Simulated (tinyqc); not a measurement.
Changing the time as a fraction of L^2/kappa, s: electromigration in a confined line: Blech product, Korhonen stress evolution and Black's law. Computed by tinyqc, a small Python program. Command: `OMP_NUM_THREADS=1 python tinyqc.py 3023784 3023785 out.jsonl emigr sweep`. One thread of a shared host (Intel(R) Xeon(R) Processor @ 2.30GHz), about 0.01 s of CPU time with the checks.

The electron wind pushes atoms from the cathode (x = 0) to the anode (x = L); blocking ends build a back stress (tension positive). The input rho is taken not to change with temperature. d sigma/dt = d/dx [kappa (d sigma/dx + G)], with zero flux at both ends and sigma = 0 at t = 0.

Inputs (values chosen for the exercise, close to those used for cobalt lines):

| quantity | value | unit |
|---|---|---|
| resistivity rho | 11.2 | micro-ohm cm |
| atomic volume Omega | 11.1 | angstrom^3 |
| effective charge number Z* | 2.6 | - |
| prefactor D0 | 1.3e-06 | m^2/s |
| activation energy E | 1.33 | eV |
| effective modulus B | 51 | GPa |
| critical stress sigma_c | 430 | MPa |
| current density j | 3.8 | MA/cm^2 |
| line length L | 140 | um |
| test temperature T | 260 | C |

Start: stress-free.

Constants: e = 1.602176634e-19 C; k_B = 8.617333262e-05 eV/K; k_B = 1.380649e-23 J/K.

Method:
- G = Z* e rho j/Omega; D = D0 exp(-E/(k_B T)); kappa = D B Omega/(k_B T); drift velocity of an unconfined line v = D Z* e rho j/(k_B T). SI: 1 micro-ohm cm = 1e-8 ohm m, 1 MA/cm^2 = 1e10 A/m^2.
- Temperatures in kelvin are T(C) + 273.15.
- At steady state sigma(x) = G (L/2 - x). A void forms only if the cathode stress reaches sigma_c, that is if j L exceeds (j L)_c = 2 Omega (sigma_c)/(Z* e rho). Time scale tau = L^2/kappa.
- sigma(x, t) = G L [1/2 - x/L - 4 sum_(m odd) cos(m pi x/L) exp(-m^2 pi^2 s)/(m pi)^2], s = t/tau, summed to m = 399.
- The terms at x = 0 are 4 exp(-m^2 pi^2 s)/(m pi)^2; tau = L^2/kappa.

One run for each value:

| time as a fraction of L^2/kappa, s | cathode stress at time s (MPa) | time t (h) |
|---|---|---|
| 0.002 | 1128 | 4.0677e+02 |
| 0.0043 | 1655 | 8.7455e+02 |
| 0.0095 | 2459 | 1.9322e+03 |
| 0.021 | 3656 | 4.2711e+03 |
| 0.045 | 5349 | 9.1523e+03 |
| 0.097 | 7701 | 1.9728e+04 |
| 0.46 | 11084 | 9.3557e+04 |
| 1 | 11180 | 2.0338e+05 |

Give the missing row, time as a fraction of L^2/kappa, s = 0.21.

Computed row:
```
time as a fraction of L^2/kappa, s  cathode stress at time s (MPa)  time t (h)
0.21                                                         10040  4.2711e+04
```

Interpolating between the two neighbouring rows (the first column on a logarithmic scale, the others too where they are positive) misses most in cathode stress at time s (MPa), by 8.1 %. Over the rows, cathode stress at time s (MPa) rises from 1130 to 11200 (exponent d ln y / d ln x 0.50 between the first rows and 0.011 between the last); time t (h) rises from 407 to 203000 (exponent d ln y / d ln x about 1.0 throughout). At the low end the exponent of cathode stress at time s is 0.50, close to 0.50: the semi-infinite law. The part added by the current grows as 2 G L sqrt(s/pi) at first and levels off at G L/2 once s passes about 0.3.

Caution (all rows): the stress exceeds sigma_c: a void would already have formed and relaxed it, so the value is formal.
